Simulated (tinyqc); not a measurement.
Smearing for a one-band metal on the fcc lattice: sweeps and comparisons. A value that a table varies takes the place of the one given here.

Lattice vectors (units of a): a1 = (0, 1/2, 1/2), a2 = (1/2, 0, 1/2), a3 = (1/2, 1/2, 0). E(k) = -t A_1(k) - t2 A_2(k), A_m the sum of cos(k . R) over the 12 nearest and 6 second lattice vectors. Mesh k = sum (j_i/N) b_i, j_i = 0 .. N-1.

With x = (E_k - mu)/sigma: Fermi-Dirac f = 1/(1 + exp(x)), s = -f ln f - (1 - f) ln(1 - f); Gaussian f = erfc(x)/2, s = exp(-x^2)/(2 sqrt(pi)); Methfessel-Paxton (first order) f = erfc(x)/2 - x exp(-x^2)/(2 sqrt(pi)), s = (1 - 2 x^2) exp(-x^2)/(4 sqrt(pi)); cold (Marzari-Vanderbilt) with y = x + 1/sqrt(2), f = erfc(y)/2 + exp(-y^2)/sqrt(2 pi), s = y exp(-y^2)/sqrt(2 pi). With weights w = points/N^d (d the dimension), mu solves 2 sum w f = ne; E = 2 sum w f E_k, S = 2 sum w s, F = E - sigma S.

With x = (E_k - mu)/sigma: Gaussian f = erfc(x)/2, s = exp(-x^2)/(2 sqrt(pi)); Methfessel-Paxton (first order) f = erfc(x)/2 - x exp(-x^2)/(2 sqrt(pi)), s = (1 - 2 x^2) exp(-x^2)/(4 sqrt(pi)). With weights w = points/N^d (d the dimension), mu solves 2 sum w f = ne; E = 2 sum w f E_k, S = 2 sum w s, F = E - sigma S.

With x = (E_k - mu)/sigma: cold (Marzari-Vanderbilt) with y = x + 1/sqrt(2), f = erfc(y)/2 + exp(-y^2)/sqrt(2 pi), s = y exp(-y^2)/sqrt(2 pi). With weights w = points/N^d (d the dimension), mu solves 2 sum w f = ne; E = 2 sum w f E_k, S = 2 sum w s, F = E - sigma S.

Inputs chosen for the exercise:
```
symbol  value  unit  meaning
t       1.37   eV    nearest hopping
t2      -0.05  eV    second hopping
ne      0.38         electrons per cell
N       4            unshifted mesh
sigma   0.274  eV    width
```

## Error of each scheme against the width

All on the dense mesh N = 40. The reference is F of first-order Methfessel-Paxton smearing with sigma = 0.05 t on the mesh N = 40; it moves by 0.11 meV on the mesh N = 50; in three dimensions such meshes can agree by chance and the reference may be off by about 1 meV, so smaller errors are not resolved.

Errors (meV per cell):
```
sigma (eV)     FD F  FD (E+F)/2  Gauss F  Gauss (E+F)/2   MP F  cold F
0.137         -2.28       -0.13    -0.41          -0.04  -0.04   -0.08
0.205         -4.95       -0.17    -0.86          -0.09  -0.09   -0.16
0.274         -8.66       -0.17    -1.44          -0.12  -0.12   -0.22
0.411        -19.30       -0.11    -3.07          -0.16  -0.15   -0.31
0.548        -34.29        0.13    -5.34          -0.18  -0.17   -0.43
0.822        -77.84        1.44   -11.77          -0.19  -0.16   -0.85
1.096       -140.23        3.75   -20.79          -0.15  -0.07   -1.70
```

reference = -3.07318 eV

How do the results move?

Doubling sigma from 0.274 to 0.548 eV multiplies the error of F by 4.0 (Fermi-Dirac) and 3.7 (Gaussian); a pure sigma^2 term would give 4. At the smallest width Fermi-Dirac errs 5.5 times as much as Gaussian, against 2 pi^2/3 = 6.6 for the ratio of the sigma^2 terms at equal sigma. At the largest width the sizes of the errors rank MP F 0.1, Gauss (E+F)/2 0.2, cold F 1.7, FD (E+F)/2 3.7, Gauss F 20.8, FD F 140.2 meV; below about 1 meV this order, and the ratios at the smallest width, carry the noise of the mesh.

## Mesh against width

Gaussian smearing, (E + F)/2. The reference is F of first-order Methfessel-Paxton smearing with sigma = 0.05 t on the mesh N = 40; it moves by 0.11 meV on the mesh N = 50; in three dimensions such meshes can agree by chance and the reference may be off by about 1 meV, so smaller errors are not resolved.

Errors (meV per cell):
```
N   sigma = 0.05 t  sigma = 0.15 t  sigma = 0.4 t
4           -19.28          -22.89         -31.93
6           112.76          109.71          97.08
8            36.40           34.72          31.51
12           -6.94           -7.44          -8.38
16            1.58            1.58           0.85
24           -0.71           -0.89          -0.87
```

reference = -3.07318 eV

What can be read from the table?

First N from which the value stays within 2 meV of its last entry (which need not be the best one): none before the last for sigma = 0.05 t, none before the last for sigma = 0.15 t, 16 for sigma = 0.4 t. At the last mesh the errors are -0.71, -0.89 and -0.87 meV. The widest smearing converges sooner with the mesh than the narrowest; a level at which its last entries rest, if any, is its bias. The smallest error belongs to 0.05 t on 3, 0.15 t on 0, 0.4 t on 3 of the 6 meshes.

## What moves the results of cold (Marzari-Vanderbilt) smearing

All sums formed anew. Each row changes one parameter from the base and keeps the others.

Results:
```
case              mu (eV)   E (eV)       S   F (eV)
base              -5.3320  -3.0907  0.0300  -3.0989
N = 8             -3.8984  -3.0360  0.0155  -3.0403
sigma = 0.548 eV  -5.2839  -3.0907  0.0300  -3.1071
ne = 0.48         -0.4960  -3.5711  0.0125  -3.5745
t2 = 0.087 eV     -5.6060  -3.1434  0.0300  -3.1516
t = 1.507 eV      -5.8800  -3.4016  0.0300  -3.4099
```

How do the results move?

The largest shifts from the base row, up to three for each result and ties (the steps differ in size, so this ranks the rows, not the parameters). mu (eV): ne +4.8359, N +1.4336, t -0.5480. E (eV): ne -0.4805, t -0.3110, N +0.0546; unchanged at the printed digits by sigma. S: ne -0.0175, N -0.0145; unchanged at the printed digits by sigma, t2 and t. F (eV): ne -0.4757, t -0.3110, N +0.0586.

Program tinyqc; command `OMP_NUM_THREADS=1 python tinyqc.py 1680804 1680805 out.jsonl`; about 0.4 s on one thread of a shared Intel(R) Xeon(R) Processor @ 2.30GHz.
